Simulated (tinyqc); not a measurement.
Bandgap voltage reference from two bipolar transistors: two steps of the calculation.

Two transistors of area 1 and N carry the same current I. Is(T) = Is (T/T0)^eta exp[(Vg0 q/kB)(1/T0 - 1/T)], VBE1 = Vt ln(I/Is(T)) + I rb, VBE2 = Vt ln(I/(N Is(T))) + I rb/N. The amplifier forces I R1(T) = VBE1 - VBE2 + Vos, with R(T) = R (1 + tc (T - T0)) for both resistors, and the output is Vref = VBE1 + I R2(T). Base currents and the Early effect are neglected.

Values chosen for this exercise; values of the order met in silicon bipolar transistors:

| symbol | value | unit | meaning |
|---|---|---|---|
| T0 | 300 | K | reference temperature |
| Vg0 | 1.176 | V | band-gap voltage extrapolated to 0 K |
| eta | 3.1 |  | temperature exponent of the saturation current |
| Is | 1.7e-18 | A | saturation current of the unit transistor at T0 |
| N | 8 |  | area ratio of the second transistor |
| R1 | 4 | kohm | resistor across which the difference of VBE falls, at T0 |
| tc | 0 | ppm/K | temperature coefficient of both resistors |
| Vos | 0 | mV | offset of the amplifier |
| rb | 110 | ohm | series resistance of the unit transistor |
| R2 | 34.1 | kohm | output resistor at T0 |

Constants: q = 1.602176634e-19 C, kB = 1.380649e-23 J/K. Results are converted to the units shown.

Task 1. Operating point at the reference temperature. Vt = kB T/q; I = (Vt ln N + Vos)/(R1(T) - rb (1 - 1/N)). Evaluate at T = T0.

Give: Vt; I; Is(T); VBE1; I R2; Vref.

Result 1.

Vt = 0.025852 V
I = 13.771 uA
Is(T) = 1.7000e-18 A
VBE1 = 0.76991 V
I R2 = 0.46958 V
Vref = 1.2395 V

Task 2. Resistor for zero slope at T0, ideal case. With tc = 0, Vos = 0 and rb = 0 the current is proportional to T, dVBE/dT = (VBE - Vg0 - (eta - 1) Vt)/T, and Vref has zero slope at T0 when Vref = Vg0 + (eta - 1) Vt0. Find VBE1, its slope, that Vref, R2/R1 and the curvature d2Vref/dT2 = -(eta - 1) kB/(q T0).

Find: VBE1; dVBE/dT; Vref; R2/R1; curvature.

Result 2.

VBE1 = 0.7678 V
dVBE/dT = -1.542 mV/K
Vref = 1.230 V
R2/R1 = 8.604
curvature = -0.6032 uV/K^2

Numbers from tinyqc (`OMP_NUM_THREADS=1 python tinyqc.py 2062034 2062035 out.jsonl`; about 0.02 s on one thread of a shared Intel Xeon 2.30GHz).
